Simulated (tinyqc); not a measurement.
Worked calculation: MP2 on RHF in the 6-31g basis, for H3+, spin multiplicity 1. Computed by tinyqc, a small Python program that keeps every step (integrals from PySCF). Settings: charge = 1, multiplicity = 1, basis = 6-31g, method = RHF, energy threshold = 1e-10, iteration cap = 61, orthogonalisation = symmetric, start = Wolfsberg-Helmholz matrix, DIIS depth = 6. Command: `OMP_NUM_THREADS=1 python tinyqc.py 20915 20916 out.jsonl` (the two numbers bound the seeds that draw the settings). One thread of a shared host (Intel(R) Xeon(R) Processor @ 2.60GHz), about 0.1 s of CPU time with the checks. The early iterations of the SCF are left out here.

## One-electron integrals

Geometry (angstrom):
```
atom         x         y          z
H     0.000000  0.000000   0.000000
H     0.000000  0.000000   0.874000
H     0.000000  0.463000  -0.767000
```

Basis 6-31g: exponents (1/bohr^2) and contraction coefficients of normalised primitives:
```
element  l (shell)   exponent  coefficient
H            s (1)  18.731137     0.033495
H            s (1)   2.825394     0.234727
H            s (1)   0.640122     0.813757
H            s (2)   0.161278     1.000000
```

Overlap, kinetic and nuclear-attraction integrals over the contracted functions; the nuclear repulsion is the sum of Za Zb / Rab.

nuclear repulsion = 1.50647946 hartree

overlap S, order 1H 1s, 1H 2s, 2H 1s, 2H 2s, 3H 1s, 3H 2s:
$$\begin{pmatrix}
1.000000 & 0.658292 & 0.342819 & 0.459939 & 0.326053 & 0.451647 \\
0.658292 & 1.000000 & 0.459939 & 0.802542 & 0.451647 & 0.793629 \\
0.342819 & 0.459939 & 1.000000 & 0.658292 & 0.025049 & 0.168533 \\
0.459939 & 0.802542 & 0.658292 & 1.000000 & 0.168533 & 0.432925 \\
0.326053 & 0.451647 & 0.025049 & 0.168533 & 1.000000 & 0.658292 \\
0.451647 & 0.793629 & 0.168533 & 0.432925 & 0.658292 & 1.000000
\end{pmatrix}$$

kinetic energy T (hartree), order 1H 1s, 1H 2s, 2H 1s, 2H 2s, 3H 1s, 3H 2s:
$$\begin{pmatrix}
1.395678 & 0.259735 & 0.107462 & 0.137821 & 0.091125 & 0.133166 \\
0.259735 & 0.241917 & 0.137821 & 0.165677 & 0.133166 & 0.162408 \\
0.107462 & 0.137821 & 1.395678 & 0.259735 & -0.032709 & 0.006025 \\
0.137821 & 0.165677 & 0.259735 & 0.241917 & 0.006025 & 0.046278 \\
0.091125 & 0.133166 & -0.032709 & 0.006025 & 1.395678 & 0.259735 \\
0.133166 & 0.162408 & 0.006025 & 0.046278 & 0.259735 & 0.241917
\end{pmatrix}$$

nuclear attraction V (hartree), order 1H 1s, 1H 2s, 2H 1s, 2H 2s, 3H 1s, 3H 2s:
$$\begin{pmatrix}
-2.843416 & -1.505711 & -0.867294 & -1.048315 & -0.817223 & -1.027287 \\
-1.505711 & -1.622466 & -0.973179 & -1.270611 & -0.950165 & -1.255251 \\
-0.867294 & -0.973179 & -2.565754 & -1.332255 & -0.060693 & -0.363624 \\
-1.048315 & -1.270611 & -1.332255 & -1.441875 & -0.361303 & -0.703822 \\
-0.817223 & -0.950165 & -0.060693 & -0.361303 & -2.551604 & -1.324360 \\
-1.027287 & -1.255251 & -0.363624 & -0.703822 & -1.324360 & -1.436161
\end{pmatrix}$$

core Hamiltonian H = T + V (hartree), order 1H 1s, 1H 2s, 2H 1s, 2H 2s, 3H 1s, 3H 2s:
$$\begin{pmatrix}
-1.447738 & -1.245975 & -0.759832 & -0.910494 & -0.726098 & -0.894121 \\
-1.245975 & -1.380549 & -0.835358 & -1.104934 & -0.817000 & -1.092844 \\
-0.759832 & -0.835358 & -1.170076 & -1.072520 & -0.093402 & -0.357599 \\
-0.910494 & -1.104934 & -1.072520 & -1.199959 & -0.355279 & -0.657544 \\
-0.726098 & -0.817000 & -0.093402 & -0.355279 & -1.155926 & -1.064625 \\
-0.894121 & -1.092844 & -0.357599 & -0.657544 & -1.064625 & -1.194244
\end{pmatrix}$$

## Two-electron integrals

Functions are numbered as in S; the eight-fold symmetry (ij|kl) = (ji|kl) = (kl|ij) leaves the list below.

Two-electron integrals (ij|kl) in chemists' order, unique and non-zero (hartree):
```
(11|11) 1.076566   (21|11) 0.578470   (21|21) 0.329423   (22|11) 0.587396
(22|21) 0.361304   (22|22) 0.453150   (31|11) 0.292193   (31|21) 0.168296
(31|22) 0.186945   (31|31) 0.111299   (32|11) 0.289314   (32|21) 0.177830
(32|22) 0.220002   (32|31) 0.125106   (32|32) 0.159747   (33|11) 0.583058
(33|21) 0.367293   (33|22) 0.469570   (33|31) 0.292193   (33|32) 0.395921
(33|33) 1.076566   (41|11) 0.395921   (41|21) 0.226542   (41|22) 0.250343
(41|31) 0.125106   (41|32) 0.135499   (41|33) 0.289314   (41|41) 0.159747
(42|11) 0.443820   (42|21) 0.275030   (42|22) 0.350768   (42|31) 0.158894
(42|32) 0.197940   (42|33) 0.443820   (42|41) 0.197940   (42|42) 0.291862
(43|11) 0.367293   (43|21) 0.230303   (43|22) 0.296386   (43|31) 0.168296
(43|32) 0.226542   (43|33) 0.578470   (43|41) 0.177830   (43|42) 0.275030
(43|43) 0.329423   (44|11) 0.469570   (44|21) 0.296386   (44|22) 0.394622
(44|31) 0.186945   (44|32) 0.250343   (44|33) 0.587396   (44|41) 0.220002
(44|42) 0.350768   (44|43) 0.361304   (44|44) 0.453150   (51|11) 0.275547
(51|21) 0.159037   (51|22) 0.177226   (51|31) 0.066908   (51|32) 0.069177
(51|33) 0.135429   (51|41) 0.102549   (51|42) 0.123083   (51|43) 0.088201
(51|44) 0.124444   (51|51) 0.100374   (52|11) 0.280331   (52|21) 0.172707
(52|22) 0.214638   (52|31) 0.071040   (52|32) 0.077875   (52|33) 0.154326
(52|41) 0.110427   (52|42) 0.145551   (52|43) 0.101071   (52|44) 0.147568
(52|51) 0.116416   (52|52) 0.153989   (53|11) 0.023038   (53|21) 0.013048
(53|22) 0.014082   (53|31) 0.006856   (53|32) 0.007176   (53|33) 0.014880
(53|41) 0.009053   (53|42) 0.010836   (53|43) 0.009262   (53|44) 0.011713
(53|51) 0.006557   (53|52) 0.007065   (53|53) 0.000562   (54|11) 0.114717
(54|21) 0.069456   (54|22) 0.083623   (54|31) 0.029730   (54|32) 0.032256
(54|33) 0.064080   (54|41) 0.045080   (54|42) 0.058191   (54|43) 0.041742
(54|44) 0.059641   (54|51) 0.044520   (54|52) 0.056259   (54|53) 0.002893
(54|54) 0.021112   (55|11) 0.571254   (55|21) 0.361000   (55|22) 0.464809
(55|31) 0.141135   (55|32) 0.156734   (55|33) 0.310318   (55|41) 0.226162
(55|42) 0.305098   (55|43) 0.204126   (55|44) 0.304747   (55|51) 0.275547
(55|52) 0.388378   (55|53) 0.014880   (55|54) 0.137067   (55|55) 1.076566
(61|11) 0.388378   (61|21) 0.222279   (61|22) 0.245726   (61|31) 0.106416
(61|32) 0.111470   (61|33) 0.225304   (61|41) 0.149677   (61|42) 0.181253
(61|43) 0.143434   (61|44) 0.191026   (61|51) 0.116416   (61|52) 0.129684
(61|53) 0.008917   (61|54) 0.051309   (61|55) 0.280331   (61|61) 0.153989
(62|11) 0.437585   (62|21) 0.271263   (62|22) 0.346247   (62|31) 0.128003
(62|32) 0.147073   (62|33) 0.303544   (62|41) 0.182141   (62|42) 0.252941
(62|43) 0.195208   (62|44) 0.272625   (62|51) 0.149372   (62|52) 0.191992
(62|53) 0.010746   (62|54) 0.072486   (62|55) 0.437585   (62|61) 0.191992
(62|62) 0.285416   (63|11) 0.116302   (63|21) 0.070231   (63|22) 0.084150
(63|31) 0.046940   (63|32) 0.057263   (63|33) 0.137067   (63|41) 0.052624
(63|42) 0.073352   (63|43) 0.079441   (63|44) 0.089611   (63|51) 0.028512
(63|52) 0.031763   (63|53) 0.002893   (63|54) 0.013183   (63|55) 0.064080
(63|61) 0.044744   (63|62) 0.057828   (63|63) 0.021112   (64|11) 0.249726
(64|21) 0.153954   (64|22) 0.194074   (64|31) 0.080676   (64|32) 0.095723
(64|33) 0.205298   (64|41) 0.107185   (64|42) 0.151582   (64|43) 0.129449
(64|44) 0.171928   (64|51) 0.076919   (64|52) 0.094131   (64|53) 0.006202
(64|54) 0.036853   (64|55) 0.205298   (64|61) 0.105413   (64|62) 0.150170
(64|63) 0.036853   (64|64) 0.084931   (65|11) 0.361000   (65|21) 0.226939
(65|22) 0.293690   (65|31) 0.091976   (65|32) 0.102659   (65|33) 0.204126
(65|41) 0.144236   (65|42) 0.196299   (65|43) 0.134069   (65|44) 0.198752
(65|51) 0.159037   (65|52) 0.222279   (65|53) 0.009262   (65|54) 0.079441
(65|55) 0.578470   (65|61) 0.172707   (65|62) 0.271263   (65|63) 0.041742
(65|64) 0.129449   (65|65) 0.329423   (66|11) 0.464809   (66|21) 0.293690
(66|22) 0.392030   (66|31) 0.130075   (66|32) 0.149960   (66|33) 0.304747
(66|41) 0.192934   (66|42) 0.274501   (66|43) 0.198752   (66|44) 0.289483
(66|51) 0.177226   (66|52) 0.245726   (66|53) 0.011713   (66|54) 0.089611
(66|55) 0.587396   (66|61) 0.214638   (66|62) 0.346247   (66|63) 0.059641
(66|64) 0.171928   (66|65) 0.361304   (66|66) 0.453150
```

## Orthogonalisation

S = U s U^T; symmetric (Loewdin) form X = U s^(-1/2) U^T, so that X^T S X = 1.

eigenvalues of S: [0.048167, 0.240495, 0.446491, 0.577972, 1.301690, 3.385185]

X, order 1H 1s, 1H 2s, 2H 1s, 2H 2s, 3H 1s, 3H 2s:
$$\begin{pmatrix}
1.293593 & -0.597761 & -0.109413 & 0.091057 & -0.098257 & 0.085957 \\
-0.597761 & 3.086575 & -0.020933 & -1.242890 & -0.023896 & -1.211322 \\
-0.109413 & -0.020933 & 1.272512 & -0.478654 & 0.036628 & 0.058121 \\
0.091057 & -1.242890 & -0.478654 & 1.967529 & 0.057613 & 0.271056 \\
-0.098257 & -0.023896 & 0.036628 & 0.057613 & 1.269670 & -0.478938 \\
0.085957 & -1.211322 & 0.058121 & 0.271056 & -0.478938 & 1.937608
\end{pmatrix}$$

## Iteration 6 (converged): orbitals

converged F (hartree), order 1H 1s, 1H 2s, 2H 1s, 2H 2s, 3H 1s, 3H 2s:
$$\begin{pmatrix}
-0.539495 & -0.849873 & -0.602095 & -0.669299 & -0.582757 & -0.658993 \\
-0.849873 & -0.808636 & -0.603068 & -0.663654 & -0.590591 & -0.657913 \\
-0.602095 & -0.603068 & -0.314647 & -0.641169 & -0.188538 & -0.347551 \\
-0.669299 & -0.663654 & -0.641169 & -0.612677 & -0.344114 & -0.468074 \\
-0.582757 & -0.590591 & -0.188538 & -0.344114 & -0.306839 & -0.633568 \\
-0.658993 & -0.657913 & -0.347551 & -0.468074 & -0.633568 & -0.608261
\end{pmatrix}$$

Diagonalise F' = X^T F X, C = X C', fill 1 alpha and 1 beta electrons from the bottom; D = 2 C_occ C_occ^T. Each column has its largest component positive (the first on a tie).

F' = X^T F X (hartree):
$$\begin{pmatrix}
0.137058 & -0.626712 & -0.366008 & -0.098174 & -0.346538 & -0.100118 \\
-0.626712 & 0.078586 & -0.153475 & -0.188783 & -0.154528 & -0.185680 \\
-0.366008 & -0.153475 & 0.216388 & -0.511760 & 0.054315 & -0.031271 \\
-0.098174 & -0.188783 & -0.511760 & -0.009482 & -0.031105 & -0.099609 \\
-0.346538 & -0.154528 & 0.054315 & -0.031105 & 0.210643 & -0.509797 \\
-0.100118 & -0.185680 & -0.031271 & -0.099609 & -0.509797 & -0.012942
\end{pmatrix}$$

orbital energies (hartree): MO1 -1.055971, MO2 -0.357174, MO3 -0.021552, MO4 0.504690, MO5 0.604518, MO6 0.945740

coefficients C, order 1H 1s, 1H 2s, 2H 1s, 2H 2s, 3H 1s, 3H 2s:
$$\begin{pmatrix}
0.370926 & -0.005245 & 0.260587 & -0.700281 & 0.003277 & -1.171360 \\
0.349225 & -0.007239 & 2.410690 & 1.539214 & -0.014849 & 2.143481 \\
0.237122 & -0.312997 & -0.048767 & -0.663014 & 0.858649 & 0.729443 \\
0.068582 & -0.601349 & -1.629404 & -0.037821 & -1.051100 & -1.265944 \\
0.231824 & 0.319038 & -0.044149 & -0.617358 & -0.935303 & 0.665530 \\
0.069941 & 0.623823 & -1.572132 & -0.088988 & 1.121220 & -1.185136
\end{pmatrix}$$

D after iteration 6, order 1H 1s, 1H 2s, 2H 1s, 2H 2s, 3H 1s, 3H 2s:
$$\begin{pmatrix}
0.275172 & 0.259074 & 0.175910 & 0.050878 & 0.171979 & 0.051886 \\
0.259074 & 0.243917 & 0.165618 & 0.047901 & 0.161918 & 0.048851 \\
0.175910 & 0.165618 & 0.112454 & 0.032525 & 0.109941 & 0.033169 \\
0.050878 & 0.047901 & 0.032525 & 0.009407 & 0.031798 & 0.009593 \\
0.171979 & 0.161918 & 0.109941 & 0.031798 & 0.107485 & 0.032428 \\
0.051886 & 0.048851 & 0.033169 & 0.009593 & 0.032428 & 0.009784
\end{pmatrix}$$

## Convergence

Stop when the energy changes by less than 1e-10 hartree and every element of the error matrix X^T (F D S - S D F) X is below 3e-06.

Course of the cycle:
```
iteration  E (hartree)     change  largest element of the error matrix
1          -1.15715469          -                             1.48e-01
2          -1.21461777  -5.75e-02                             2.85e-02
3          -1.21659162  -1.97e-03                             6.00e-04
4          -1.21659222  -6.00e-07                             1.02e-04
5          -1.21659225  -2.05e-08                             3.14e-06
6          -1.21659225  -1.63e-11                             9.14e-08
```

PySCF RHF in the same basis = -1.21659225 hartree

Converged in 6 iterations.

## Integrals over molecular orbitals

(pq|rs) = sum C_ip C_jq C_kr C_ls (ij|kl), one index at a time.

one-electron integrals over orbitals h = C^T H C (hartree):
$$\begin{pmatrix}
-1.667101 & 0.003948 & -0.083524 & 0.104029 & -0.000594 & 0.071426 \\
0.003948 & -1.170438 & -0.002344 & -0.006808 & 0.181994 & 0.003949 \\
-0.083524 & -0.002344 & -0.746577 & -0.009224 & -0.004147 & 0.216966 \\
0.104029 & -0.006808 & -0.009224 & -0.378558 & 0.002109 & -0.034845 \\
-0.000594 & 0.181994 & -0.004147 & 0.002109 & -0.219099 & -0.000141 \\
0.071426 & 0.003949 & 0.216966 & -0.034845 & -0.000141 & -0.140755
\end{pmatrix}$$

Two-electron integrals over orbitals (pq|rs), unique and non-zero (hartree):
```
(11|11) 0.611130    (21|11) -0.003948   (21|21) 0.121509    (22|11) 0.467386
(22|21) 0.003486    (22|22) 0.456504    (31|11) 0.083524    (31|21) 0.000537
(31|22) 0.000159    (31|31) 0.058011    (32|11) 0.001440    (32|21) -0.072290
(32|22) -0.002664   (32|31) -0.001100   (32|32) 0.074818    (33|11) 0.391518
(33|21) -0.002636   (33|22) 0.360071    (33|31) 0.018953    (33|32) 0.002384
(33|33) 0.337222    (41|11) -0.104029   (41|21) 0.003323    (41|22) -0.074032
(41|31) -0.014126   (41|32) -0.000865   (41|33) -0.038572   (41|41) 0.062396
(42|11) 0.005066    (42|21) -0.049945   (42|22) 0.000859    (42|31) 0.000459
(42|32) 0.022574    (42|33) 0.001561    (42|41) -0.003359   (42|42) 0.040520
(43|11) -0.002451   (43|21) 0.001012    (43|22) 0.010644    (43|31) -0.002254
(43|32) -0.001168   (43|33) 0.001269    (43|41) 0.009704    (43|42) 0.000320
(43|43) 0.020701    (44|11) 0.472822    (44|21) -0.006758   (44|22) 0.396231
(44|31) 0.047395    (44|32) 0.003620    (44|33) 0.337317    (44|41) -0.054447
(44|42) 0.005212    (44|43) 0.014651    (44|44) 0.416768    (51|11) 0.000594
(51|21) -0.069501   (51|22) -0.004221   (51|31) 0.000325    (51|32) 0.027126
(51|33) 0.000193    (51|41) -0.001365   (51|42) 0.046695    (51|43) -0.000138
(51|44) 0.002822    (51|51) 0.059063    (52|11) -0.125747   (52|21) -0.003905
(52|22) -0.108446   (52|31) -0.006691   (52|32) 0.001523    (52|33) -0.040806
(52|41) 0.057653    (52|42) 0.001060    (52|43) -0.010012   (52|44) -0.088104
(52|51) 0.005510    (52|52) 0.088765    (53|11) 0.002236    (53|21) -0.012710
(53|22) 0.000555    (53|31) 0.000333    (53|32) 0.028348    (53|33) 0.001935
(53|41) -0.000132   (53|42) -0.009964   (53|43) -0.000866   (53|44) 0.002218
(53|51) -0.009726   (53|52) -0.001912   (53|53) 0.030372    (54|11) -0.001737
(54|21) 0.101373    (54|22) 0.003806    (54|31) 0.000897    (54|32) -0.060040
(54|33) -0.001791   (54|41) 0.002778    (54|42) -0.047106   (54|43) 0.001026
(54|44) -0.004747   (54|51) -0.063588   (54|52) -0.004505   (54|53) -0.007854
(54|54) 0.095739    (55|11) 0.441340    (55|21) 0.011799    (55|22) 0.432643
(55|31) 0.000024    (55|32) -0.007567   (55|33) 0.337928    (55|41) -0.078337
(55|42) -0.003549   (55|43) 0.010754    (55|44) 0.384196    (55|51) -0.010267
(55|52) -0.114739   (55|53) -0.000052   (55|54) 0.012005    (55|55) 0.433811
(61|11) -0.071426   (61|21) -0.001897   (61|22) 0.028387    (61|31) -0.063149
(61|32) 0.001843    (61|33) -0.021558   (61|41) 0.017568    (61|42) 0.001319
(61|43) 0.026671    (61|44) -0.019091   (61|51) 0.000321    (61|52) -0.023643
(61|53) -0.000474   (61|54) -0.001833   (61|55) 0.035017    (61|61) 0.110364
(62|11) -0.002923   (62|21) 0.079094    (62|22) 0.000446    (62|31) 0.001395
(62|32) -0.041400   (62|33) -0.001586   (62|41) 0.002988    (62|42) -0.046167
(62|43) -0.000535   (62|44) -0.005146   (62|51) -0.057631   (62|52) -0.002393
(62|53) 0.010344    (62|54) 0.072909    (62|55) 0.006696    (62|61) -0.003808
(62|62) 0.070304    (63|11) -0.140058   (63|21) 0.001738    (63|22) -0.074379
(63|31) -0.039379   (63|32) -0.000016   (63|33) -0.049622   (63|41) 0.049376
(63|42) -0.002571   (63|43) 0.006511    (63|44) -0.083154   (63|51) -0.000863
(63|52) 0.049575    (63|53) -0.000050   (63|54) 0.000878    (63|55) -0.066685
(63|61) 0.044494    (63|62) 0.001683    (63|63) 0.066658    (64|11) 0.026206
(64|21) 0.004728    (64|22) -0.045459   (64|31) 0.050369    (64|32) -0.003783
(64|33) 0.002446    (64|41) 0.008402    (64|42) -0.002824   (64|43) -0.011062
(64|44) 0.008155    (64|51) -0.001699   (64|52) 0.036140    (64|53) -0.000229
(64|54) 0.004669    (64|55) -0.054902   (64|61) -0.079566   (64|62) 0.005556
(64|63) -0.020082   (64|64) 0.075735    (65|11) 0.000231    (65|21) -0.101942
(65|22) -0.004781   (65|31) -0.001380   (65|32) 0.070360    (65|33) 0.001298
(65|41) -0.001623   (65|42) 0.054859    (65|43) -0.000445   (65|44) 0.004514
(65|51) 0.067621    (65|52) 0.005277    (65|53) 0.009793    (65|54) -0.096810
(65|55) -0.013522   (65|61) 0.003259    (65|62) -0.077939   (65|63) -0.000021
(65|64) -0.005555   (65|65) 0.109955    (66|11) 0.598429    (66|21) -0.009047
(66|22) 0.461314    (66|31) 0.082319    (66|32) 0.004828    (66|33) 0.392256
(66|41) -0.126544   (66|42) 0.007951    (66|43) -0.008543   (66|44) 0.466644
(66|51) 0.003730    (66|52) -0.131408   (66|53) 0.002669    (66|54) -0.006845
(66|55) 0.446771    (66|61) -0.084667   (66|62) -0.006918   (66|63) -0.152008
(66|64) 0.030354    (66|65) 0.005459    (66|66) 0.633581
```

## Second-order Moller-Plesset energy

Hartree-Fock energy = -1.21659225 hartree

E2 = sum_ijab (ia|jb) [2 (ia|jb) - (ib|ja)] / (e_i + e_j - e_a - e_b) over occupied i, j and virtual a, b; the opposite-spin part is (ia|jb)^2 / denominator, the rest is same-spin, and SCS-MP2 scales them by 6/5 and 1/3.

Terms:
```
i  j  a  b    (ia|jb)    (ib|ja)  denominator       term
1  1  2  2   0.121509   0.121509    -1.397594  -0.010564
1  1  6  6   0.110364   0.110364    -4.003421  -0.003042
1  1  5  2  -0.069501  -0.069501    -2.359285  -0.002047
1  1  2  5  -0.069501  -0.069501    -2.359285  -0.002047
1  1  3  3   0.058011   0.058011    -2.068837  -0.001627
1  1  3  6  -0.063149  -0.063149    -3.036129  -0.001313
1  1  6  3  -0.063149  -0.063149    -3.036129  -0.001313
1  1  4  4   0.062396   0.062396    -3.121321  -0.001247
1  1  5  5   0.059063   0.059063    -3.320977  -0.001050
1  1  4  6   0.017568   0.017568    -3.562371  -0.000087
1  1  6  4   0.017568   0.017568    -3.562371  -0.000087
1  1  3  4  -0.014126  -0.014126    -2.595079  -0.000077
1  1  4  3  -0.014126  -0.014126    -2.595079  -0.000077
1  1  4  2   0.003323   0.003323    -2.259457  -4.89e-06
1  1  2  4   0.003323   0.003323    -2.259457  -4.89e-06
1  1  2  6  -0.001897  -0.001897    -2.700507  -1.33e-06
1  1  6  2  -0.001897  -0.001897    -2.700507  -1.33e-06
1  1  5  4  -0.001365  -0.001365    -3.221149  -5.79e-07
1  1  4  5  -0.001365  -0.001365    -3.221149  -5.79e-07
1  1  3  2   0.000537   0.000537    -1.733215  -1.66e-07
1  1  2  3   0.000537   0.000537    -1.733215  -1.66e-07
1  1  3  5   0.000325   0.000325    -2.694907  -3.92e-08
1  1  5  3   0.000325   0.000325    -2.694907  -3.92e-08
1  1  6  5   0.000321   0.000321    -3.662199  -2.82e-08
1  1  5  6   0.000321   0.000321    -3.662199  -2.82e-08
```

Pair energies (hartree; pair i-j sums ij and ji):
```
pair  opposite spin  same spin
1-1       -0.024594          0
```

MP2 correlation energy = -0.02459381 hartree

SCS-MP2 correlation energy = -0.02951257 hartree

MP2 total energy = -1.24118606 hartree
